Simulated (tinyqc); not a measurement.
Worked calculation: classical Heisenberg spin chain: exact results, Metropolis, heat-bath and over-relaxation steps, and a Monte Carlo run. Computed by tinyqc, a small Python program that keeps every step. Command: `OMP_NUM_THREADS=1 python tinyqc.py 3130345 3130346 out.jsonl heismc walk`. One thread of a shared host (Intel(R) Xeon(R) Processor @ 2.30GHz), about 0.2 s of CPU time with the checks. Intermediate numbers are printed to about 7 digits and carried at full precision; extremes and crossings named in words are read from the listed rows.

E = -J sum_i s_i . s_(i+1) for unit vectors s_i on an open chain; K = J/(k_B T).

Inputs (values chosen for the exercise, for a model chain of large moments):
```
quantity                     value  unit
coupling J                     -17   meV
temperature T                 93.3     K
moment mu                      3.1  mu_B
length N of the open chain      16     -
seed                        964855     -
```

Update: Metropolis.

Constants: k_B = 8.617333262e-05 eV/K; mu_B = 5.7883818060e-05 eV/T.

## Exact results

Each bond angle is independent, so u = <s_i . s_(i+1)> = coth K - 1/K, <s_i . s_(i+n)> = u^n, correlation length xi = -1/ln|u|, energy per bond -J u, heat capacity per bond c/k_B = 1 - K^2/sinh^2 K, and for the long chain chi = mu^2 (1 + u)/(3 k_B T (1 - u)) per spin.

K = -2.114435

u = -0.5566289

xi = 1.706903 sites

energy per bond = -9.462692 meV

heat capacity = 0.7316998 k_B/bond

chi over the Curie value = 0.2848277

chi = 0.006568815 mu_B/T per spin

## Finite chain

For N spins, <|sum s|^2>/N = (1 + u)/(1 - u) - 2 u (1 - u^N)/(N (1 - u)^2); the long chain has (1 + u)/(1 - u), chi over the Curie value, and the difference is relative to it.

<|sum s|^2>/N = 0.3135401

difference from the long chain = 10.08060 %

## Four single-spin steps

four neighbouring spins (rows; components x, y, z):
```
         1        2        3
1  -0.2703   0.0025   0.9628
2  -0.8329  -0.3141  -0.4555
3  -0.8556   0.0061   0.5176
4  -0.9165   0.3128   0.2494
```

random numbers, one row a step:
```
        1       2       3
1  0.9455  0.4204  0.7222
2  0.7929  0.0273  0.9626
3  0.2937  0.9943  0.6495
4  0.6671  0.8880  0.1834
```

The given spins are first normalised. Spins 2 and 3 are updated in turn, with h = K (sum of the two neighbours). Trial spin with z = 2 r1 - 1 and azimuth 2 pi r2; it is accepted if r3 < min(1, exp(h . s_trial - h . s_old)).

Steps:
```
spin       |h|  h . s before  h . s trial  acceptance  accepted           x           y           z
2     3.932634     -0.551366    -3.741359    0.041172        no  -0.8329577  -0.3141218  -0.4555316
3     3.724690     -2.939335     3.209671    1.000000       yes   0.7985619   0.1383375   0.5858000
2     3.472433      2.515524     0.343887    0.113991        no  -0.8329577  -0.3141218  -0.4555316
3     3.724690      3.209671     2.802142    0.665292       yes   0.7186037  -0.6098517   0.3342000
```

## A run and its error bars

From the ordered state (alternating for J < 0), with trial spins uniform on the sphere, 200 sweeps are discarded and 1600 recorded (even and odd sites in turn; random numbers not printed, so these rows are one sample). Errors are the scatter of block means over sqrt(number of blocks).

Blocking:
```
block length  mean bond product        error  <|sum s|^2>/N        error
1                    -0.5603363  0.002410327      0.3055045  0.006187694
4                    -0.5603363  0.003803352      0.3055045  0.007010456
16                   -0.5603363  0.005003663      0.3055045  0.007559036
40                   -0.5603363  0.005612581      0.3055045  0.007837805
80                   -0.5603363  0.006044488      0.3055045  0.008265837
```

With blocks of 40 the bond product is 0.7 error bars from the exact u = -0.5566, and <|sum s|^2>/N is 1.0 from the exact 0.314. Blocking to 40 changes the two errors by factors 2.3 and 1.3, because successive sweeps are correlated. 33 % of the trial spins are accepted.

Checks made by the program: c against a difference of the energy (relative difference 4e-10).
